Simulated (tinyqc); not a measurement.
Changing the hydrogen carrier pressure p_H: microkinetic model of low-temperature epitaxy from hydride gases: adsorption, hydrogen desorption and rate control. Computed by tinyqc, a small Python program. Command: `OMP_NUM_THREADS=1 python tinyqc.py 3003646 3003647 out.jsonl hepi sweep`. One thread of a shared host (Intel(R) Xeon(R) Processor @ 2.30GHz), about 0.02 s of CPU time with the checks.

Each hydride molecule needs two free sites and leaves four hydrogen atoms, of which two leave at once as H2; theta is the hydrogen coverage, the site density is 6.78 per nm^2 and one layer is 1.358 angstrom thick.

Inputs (values chosen for the exercise, close to those used for silane on Si(001)): silane pressure p_S = 0.25 Pa; sticking prefactor of silane s0 = 0.16; adsorption barrier E_s = 0.17 eV; desorption prefactor nu_d = 1.6e+12 1/s; desorption energy on silicon E_d = 1.97 eV; sticking of hydrogen s_H = 4.8e-08; temperature T = 780 C.

Film: silicon. Order of hydrogen desorption: first.

Constants: k_B = 8.617333262e-05 eV/K; u = 1.6605390666e-27 kg; k_B = 1.380649e-23 J/K.

Method:
- Flux per site F = p/(sqrt(2 pi M k_B T) x 6.78e18 per m^2), M = 32.12 u (silane), 2.016 u (hydrogen); s = s0 exp(-E_s/(k_B T)); k_S = s F_S = k; k_H = s_H F_H; k_d = nu_d exp(-E_d/(k_B T)).
- Temperatures in kelvin are T(C) + 273.15.
- With k the hydride and k_H the hydrogen adsorption rate on free pairs and k_d the desorption rate, steady state: 2 (k + k_H)(1 - theta)^2 = k_d theta; growth rate R = k (1 - theta)^2 layers/s; 1 layer/s = 8.148 nm/min.
- With c = 2 (k + k_H)/k_d the free share is 1 - theta = 2/(1 + sqrt(1 + 4c)).
- X_i = d ln R/d ln k_i at fixed other constants. With f = 1 - theta and a = 2/f + 1/theta: d ln f/d ln k_d = 1/(a f), so X_d = 2/(a f), X_k = 1 - X_d k/(k + k_H), X_H = -X_d k_H/(k + k_H); they sum to 1.

One run for each value:
```
hydrogen carrier pressure p_H (Pa)  growth rate G (nm/min)  hydrogen coverage theta  X_H (hydrogen adsorption)
1                                                   97.499                  0.04001                -2.3988e-06
4                                                   97.499                  0.04001                -9.5953e-06
20                                                  97.495                  0.04003                -4.7974e-05
70                                                  97.483                  0.04009                -1.6788e-04
300                                                 97.429                  0.04035                -7.1890e-04
1000                                                97.266                  0.04116                -2.3905e-03
6000                                                96.121                  0.04682                -1.4097e-02
20000                                               93.081                  0.06201                -4.4854e-02
100000                                              79.333                  0.13405                -1.7900e-01
```

Over the rows, growth rate G (nm/min) falls from 97.5 to 79.3; hydrogen coverage theta rises from 0.0400 to 0.134; X_H (hydrogen adsorption) falls from -2.40e-6 to -0.179 (exponent d ln y / d ln x 1.00 between the first rows and 0.86 between the last). At the low end the exponent of growth rate G is 0.00, close to 0: carrier hydrogen plays no part.

Caution (rows 6000, 20000, 100000): at carrier pressures near or above 1e4 Pa gas-phase transport, left out here, begins to limit.
